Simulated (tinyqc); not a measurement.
## Nanowire ballistic transistor, top-of-the-barrier model: effect of the band edge at the barrier top above the source Fermi level at zero bias

At the top of the source barrier, states moving towards the drain are filled by the source (Fermi level 0) and states moving back by the drain (Fermi level -q Vd); nothing scatters. U is the shift of the band edge there, set by the capacitances CG, CD and CS (the total) and by the charge. Parabolic one-dimensional subband; the source is grounded.

N0 = gv sqrt(2 m kB T/pi)/hbar, CG = 2 pi eps0 eox/ln(1 + 2 tox/d), CS = CG/aG, n0 = n at U = 0 and Vd = 0. eta1 = -(E0 + U)/Vt, eta2 = eta1 - Vd/Vt, n = (N0/2)[F_(-1/2)(eta1) + F_(-1/2)(eta2)], F_(-1/2)(x) = (1/sqrt(pi)) int_0^infinity u^(-1/2)/(1 + exp(u - x)) du. U = UL + q (n - n0)/CS with UL = -(aG Vg + aD Vd), energies in eV. I = gv (2 q^2/h) Vt [ln(1 + exp eta1) - ln(1 + exp eta2)]. CQ = (q/Vt) dn/d(eta1).

Inputs (values chosen for the exercise); mass and valleys close to those of germanium:
- T = 300 K (temperature)
- m = 0.117 m0 (effective mass)
- gv = 4 (valley degeneracy)
- eox = 7.5 (relative permittivity of the gate insulator)
- tox = 1.9 nm (insulator thickness)
- d = 2 nm (wire diameter)
- aG = 0.93 (gate control CG/CS)
- aD = 0.035 (drain control CD/CS)
- Vg = 0.4 V (gate voltage)
- Vd = 0.4 V (drain voltage)

Constants: q = 1.602176634e-19 C, kB = 1.380649e-23 J/K, hbar = 1.054571817e-34 J s, h = 6.62607015e-34 J s, m0 = 9.1093837015e-31 kg, Vt = kB T/q, eps0 = 8.8541878128e-14 F/cm where lengths are in cm. Results are converted to the units shown.

Effect of the band edge at the barrier top above the source Fermi level at zero bias:
```
E0 (eV)	eta1	n (cm^-1)	I (uA)	mean velocity I/(q n) (cm/s)	CQ/CS
0.1	2.848	5.717e6	23.27	2.540e7	1.723
0.15	2.105	4.795e6	17.79	2.316e7	1.928
0.2	1.453	3.907e6	13.33	2.129e7	2.063
0.25	0.8241	3.017e6	9.517	1.969e7	2.068
0.3	0.1764	2.142e6	6.291	1.833e7	1.868
0.35	-0.5507	1.321e6	3.647	1.723e7	1.424
0.4	-1.470	6.310e5	1.659	1.641e7	0.8035
0.45	-2.759	1.928e5	0.4921	1.593e7	0.2716
```

What does the table show?

As E0 goes from 0.1 to 0.45 eV, n falls from 5.72e6 to 1.93e5 cm^-1, the mean velocity falls from 2.54e7 to 1.59e7 cm/s and the current falls from 23.3 to 0.492 uA. CQ/CS goes from 1.7 to 0.27.

Numbers from tinyqc (`OMP_NUM_THREADS=1 python tinyqc.py 2400101 2400102 out.jsonl`; about 0.06 s on one thread of a shared Intel Xeon 2.30GHz).
